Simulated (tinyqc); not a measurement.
## Barrier and mass from two Fowler-Nordheim currents

Problem. Fowler-Nordheim tunnelling through a dielectric follows J = A F^2 exp(-B/F), A = q^2 me/(16 pi^2 hbar m1 phi1) (A/V^2 with phi1 in volts), B = (4/3) sqrt(m1/C) phi1^1.5 (V/nm), C = hbar^2/(2 m0). Find B, A, phi1 and m1.

Parameters, values chosen for the exercise:

| symbol | value | unit | meaning |
|---|---|---|---|
| me | 1 | m0 | emitter mass in the supply function |

Constants: q = 1.602176634e-19 C, hbar = 1.054571817e-34 J s, m0 = 9.1093837015e-31 kg, hbar^2/(2 m0) = 0.0380998212 eV nm^2. Results are converted to the units shown.

J at F = 0.62 and 1.17 V/nm (A/cm^2): 1.9628285e-12  0.0080600730

Solution. The slope of ln(J/F^2) against 1/F is -B and the intercept gives A. A fixes the product m1 phi1, and B = (4/3) phi1 sqrt(m1 phi1/C) then gives phi1.

B = 27.52 V/nm
A = 9.664e-7 A/V^2
phi1 = 3.190 eV
m1 = 0.5000 m0

Computed by the program tinyqc: `OMP_NUM_THREADS=1 python tinyqc.py 2540071 2540072 out.jsonl`, one thread of a shared Intel Xeon 2.30GHz, about 0.01 s for the whole run.
